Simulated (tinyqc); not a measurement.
Hot electrons in a saturated n-channel MOSFET, lucky-electron model: two steps of the calculation.

Beyond pinch-off the lateral field grows as Esat cosh(y/l) over the velocity-saturated region (pseudo-two-dimensional model). Impact ionisation in this region gives the substrate current, which biases the body forward through Rsub. Currents are per width. Local-field laws: they overstate ionisation when the field peak is narrower than an energy relaxation length.

Parameters, values chosen for the exercise; values close to those of silicon n-channel devices:
- L = 0.25 um (channel length)
- tox = 6.1 nm (oxide thickness)
- VT = 0.77 V (threshold)
- vs = 8.7e6 cm/s (saturation velocity)
- Ai = 2e6 1/cm (ionisation prefactor)
- Bi = 1.74 MV/cm (ionisation field)
- Rd = 400 ohm um (resistance of the lightly doped drain)
- Rsub = 7700 ohm um (substrate resistance)
- kb = 0.22 (fall of VT per volt of forward body bias)
- lm = 9.2 nm (hot-electron mean free path)
- pb = 3.2 V (oxide barrier)
- Cg = 0.0017 (prefactor of the gate current)
- m = 2.7 (lifetime exponent)
- Hl = 14000 s uA/um (lifetime constant)
- Vd = 2 V (drain voltage)
- Vg = 1.5 V (gate voltage)

Constants: eps0 = 8.8541878128e-14 F/cm where lengths are in cm. Results are converted to the units shown.

Task 1. Body bias from the substrate current. Cox = 3.9 eps0/tox. Overdrive g = Vg - VT + kb Vb; Vdsat = g Esat L/(g + Esat L); Id = Cox vs (g - Vdsat); dV = Vd - Id Rd - Vdsat; Em = sqrt((dV/l)^2 + Esat^2); Isub = Id (Ai/Bi) l Em exp(-Bi/Em). Vb(new) = Rsub Isub.

Vb at the start = 0 V
l = 42.131936 nm
Esat = 0.040465116 MV/cm

Wanted: Vdsat; Id; dV; Em; Isub; Vb after iteration 1.

Result 1.

Vdsat = 0.42402 V
Id = 150.69 uA/um
dV = 1.5157 V
Em = 0.36202 MV/cm
Isub = 2.1604 uA/um
Vb after iteration 1 = 0.016635 V

Task 2. Gate current, lifetime and channel shortening. Ig = Cg Id exp(-pb/(lm Em)); lifetime tau = (Hl/Id)(Isub/Id)^(-m); length of the saturated region dL = l ln[(dV/l + Em)/Esat]. 1 year = 3.15576e7 s.

Id = 151.89029 uA/um
dV = 1.5139881 V
Em = 0.36161570 MV/cm
Isub = 2.1635065 uA/um
l = 42.131936 nm
Esat = 0.040465116 MV/cm

Give: Isub/Id; Ig; tau; dL.

Result 2.

Isub/Id = 0.014244
Ig = 17.165 pA/um
tau = 0.28229 years
dL = 121.35 nm

The lifetime misses ten years.

tinyqc, about 0.01 s, one thread, Intel Xeon 2.30GHz (shared host): `OMP_NUM_THREADS=1 python tinyqc.py 2550141 2550142 out.jsonl`
